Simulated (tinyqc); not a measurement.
Electron-beam lithography: double-Gaussian proximity function, edge placement and dose correction for parallel lines: one step, computed by the program tinyqc.

Lines are infinitely long. Absorbed energy is counted so that the middle of a very large area written at dose 1 receives 1; the resist develops where it exceeds 1/2.

Question. Dose correction. Uncorrected edge energies are M 1. Solve M d = 1/2 for the doses d that put the mean edge energy of every line at the threshold.

M, rows 1, 2, 3, 4:
$$\begin{pmatrix}
0.3330996 & 0.0455057 & 0.0069397 & 0.0215698 \\
0.0080388 & 0.3710967 & 0.0075652 & 0.0249986 \\
0.0073925 & 0.0456215 & 0.3325844 & 0.0276003 \\
0.0063965 & 0.0418610 & 0.0076716 & 0.3528664
\end{pmatrix}$$

Give: edge energies at dose 1; corrected doses; largest over smallest dose.

Answer.

edge energies at dose 1: 1 0.4071, 2 0.4117, 3 0.4132, 4 0.4088

corrected doses: 1 1.231, 2 1.214, 3 1.208, 4 1.224

largest over smallest dose = 1.019
